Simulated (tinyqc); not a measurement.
# One gate, two gates and a surrounding gate

Below threshold the potential that source and drain add obeys Laplace's equation, vanishes on the gates and decays along the channel as exp(-k y). The same ts (depleted depth over a conducting body, body thickness or wire diameter), ti and permittivities in three geometries; k is the smallest positive root of: one gate, f(k) = eps_r sin(k ti) cos(k ts) + ei cos(k ti) sin(k ts); two gates, f(k) = ei cos(k ti) cos(k ts/2) - eps_r sin(k ti) sin(k ts/2); wire, f(k) = ei J0(u)[J1(u) Y0(v) - Y1(u) J0(v)] - eps_r J1(u)[J0(u) Y0(v) - Y0(u) J0(v)], u = k ts/2, v = u + k ti. Parabolic estimates of l: sqrt((eps_r/ei) ts ti); sqrt((eps_r/(2 ei)) ts ti (1 + ei ts/(4 eps_r ti))); sqrt([2 eps_r ts^2 ln(1 + 2 ti/ts) + ei ts^2]/(16 ei)), in the same order.

Values chosen for this exercise; permittivities: semiconductor close to that of indium arsenide, insulator close to that of silicon dioxide:

| symbol | value | unit | meaning |
|---|---|---|---|
| eps_r | 14.8 |  | relative permittivity of the semiconductor |
| ei | 3.85 |  | relative permittivity of the insulator |
| ti | 2.4 | nm | insulator thickness |
| ts | 12.4 | nm | wire diameter |

Scale lengths (nm):

|  | Lambda = pi/k | l = 1/k | l(parabolic) |
|---|---|---|---|
| one gate over a conducting body | 18.448 | 5.8721 | 10.696 |
| two gates | 26.670 | 8.4893 | 8.7419 |
| wire | 17.387 | 5.5345 | 5.8126 |

What does the table show?

The wire has the shortest scale length, 0.652 times that of the double gate; the single gate over a conducting body has 0.692 times it, its layer ending directly on a conductor where the double gate has a second insulator. The parabolic estimates are 82 % above, 3.0 % above and 5.0 % above the exact l, in the order of the rows.

Numbers from tinyqc (`OMP_NUM_THREADS=1 python tinyqc.py 2420055 2420056 out.jsonl`; about 0.01 s on one thread of a shared Intel Xeon 2.30GHz).
